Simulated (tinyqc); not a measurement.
# Planar metal-insulator-metal capacitor: capacitance, non-linearity, leakage and relaxation: effects of single changes

A film between two metal electrodes, each interface adding a series capacitance ci. The small-signal permittivity is ek (1 + aq E^2); the field is found with the linear permittivity. Leakage J = J0 sinh(E/Ef). After a voltage step the film passes a relaxation current kr C V tt^(-nr), tt being the time in seconds.

Parameters, values chosen for the exercise; permittivity of the order of that of silicon nitride:
```
symbol,value,unit,meaning
ek,7.9,,relative permittivity of the film
t,7.6,nm,film thickness
ci,68,uF/cm^2,capacitance of each electrode interface (dead layer and screening)
aq,0.0016,cm^2/MV^2,quadratic field coefficient of the permittivity
V,0.8,V,bias
nr,0.975,,exponent of the relaxation current
kr,0.0028,,strength of the relaxation
J0,2e-10,A/cm^2,leakage prefactor
Ef,0.46,MV/cm,field for an e-fold rise of the leakage
t0,1e-7,s,duration of the write pulse
```

Constants: eps0 = 8.8541878128e-14 F/cm where lengths are in cm. Results are converted to the units shown.

Each table varies one quantity; the others keep the values above.

## Capacitance, non-linearity and leakage against thickness

Planar film: Cf = eps0 ek/t, 1/C = 1/Cf + 2/ci, EOT = 3.9 eps0/C, effective permittivity C t/eps0, E = (V/t) C/Cf; quadratic coefficient [C(V)/C - 1]/V^2 with Cf (1 + aq E^2) in C(V).

Result of one run:

| t (nm) | C (uF/cm^2) | EOT (nm) | effective permittivity | E (MV/cm) | quadratic coefficient (ppm/V^2) | J (A/cm^2) |
|---|---|---|---|---|---|---|
| 12 | 0.57308 | 6.0256 | 7.7668 | 0.65543 | 1055.9 | 3.9167e-10 |

What becomes of these results when the film thickness t is changed from 12 to 3.7 nm, all else the same?

Result of the changed run:

| t (nm) | C (uF/cm^2) | EOT (nm) | effective permittivity | E (MV/cm) | quadratic coefficient (ppm/V^2) | J (A/cm^2) |
|---|---|---|---|---|---|---|
| 3.7 | 1.7909 | 1.9281 | 7.4839 | 2.0483 | 9932.6 | 8.5853e-9 |

The whole series:

| t (nm) | C (uF/cm^2) | EOT (nm) | effective permittivity | E (MV/cm) | quadratic coefficient (ppm/V^2) | J (A/cm^2) |
|---|---|---|---|---|---|---|
| 2.5 | 2.5852 | 1.3357 | 7.2993 | 2.9567 | 20172 | 6.1868e-8 |
| 3.7 | 1.7909 | 1.9281 | 7.4839 | 2.0483 | 9932.6 | 8.5853e-9 |
| 5.5 | 1.2259 | 2.8168 | 7.6152 | 1.4021 | 4737.0 | 2.1027e-9 |
| 8.2 | 0.83215 | 4.1497 | 7.7066 | 0.95173 | 2209.0 | 7.7904e-10 |
| 12 | 0.57308 | 6.0256 | 7.7668 | 0.65543 | 1055.9 | 3.9167e-10 |
| 18 | 0.38421 | 8.9876 | 7.8107 | 0.43942 | 477.27 | 2.2147e-10 |
| 27 | 0.25711 | 13.431 | 7.8403 | 0.29406 | 214.54 | 1.3674e-10 |
| 40 | 0.17398 | 19.848 | 7.8596 | 0.19898 | 98.473 | 8.9235e-11 |
| 60 | 0.11618 | 29.722 | 7.8730 | 0.13288 | 43.990 | 5.8580e-11 |

C falls from 2.59 to 0.116 uF/cm^2 while the effective permittivity goes from 7.30 to 7.87 (ek = 7.9). EOT is a straight line in t with slope 3.9/ek = 0.494 and intercept 0.102 nm. The quadratic coefficient goes as t^(-1.81) between the first two rows and t^(-1.99) between the last two (-2 without interfaces), and J falls by 3.02 decades. For t = 2.5, 3.7 direct tunnelling, left out, would add to the leakage.

## Charge lost after writing

Planar film: Cf = eps0 ek/t, 1/C = 1/Cf + 2/ci, EOT = 3.9 eps0/C, effective permittivity C t/eps0, E = (V/t) C/Cf. A capacitor written for t0 and then left open loses, as a share of C V, kr (tt^(1 - nr) - t0^(1 - nr))/(1 - nr) by relaxation and J tt/(C V) by leakage; both are taken as small, and rows far outside that range are left out.

The same in every row: leakage current (nA/cm^2) = 0.9174.

Charge lost after writing:

| tt (s) | relaxation current (nA/cm^2) | loss by relaxation (%) | loss by leakage (%) | total loss (%) |
|---|---|---|---|---|
| 1e-6 | 1.421e6 | 0.4435 | 1.280e-7 | 0.4435 |
| 1e-5 | 1.505e5 | 0.9134 | 1.280e-6 | 0.9134 |
| 0.0001 | 1.594e4 | 1.411 | 1.280e-5 | 1.411 |
| 0.001 | 1689 | 1.938 | 1.280e-4 | 1.938 |
| 0.01 | 178.9 | 2.497 | 0.001280 | 2.498 |
| 0.1 | 18.95 | 3.088 | 0.01280 | 3.101 |
| 1 | 2.007 | 3.715 | 0.1280 | 3.843 |
| 10 | 0.2126 | 4.378 | 1.280 | 5.658 |
| 100 | 0.02252 | 5.081 | 12.80 | 17.88 |

The two currents are equal at tt = 2.23 s. The loss by relaxation grows from 0.444 to 5.08 %, by 0.470 points over the first decade and 0.703 over the last, while the loss by leakage grows tenfold a decade. Leakage is the larger loss for tt = 100 s. For tt = 100 the falling voltage would already cut the leakage, so the linear estimate overstates the loss.

Computed by the program tinyqc: `OMP_NUM_THREADS=1 python tinyqc.py 2102012 2102013 out.jsonl`, one thread of a shared Intel Xeon 2.30GHz, about 0.01 s for the whole run.
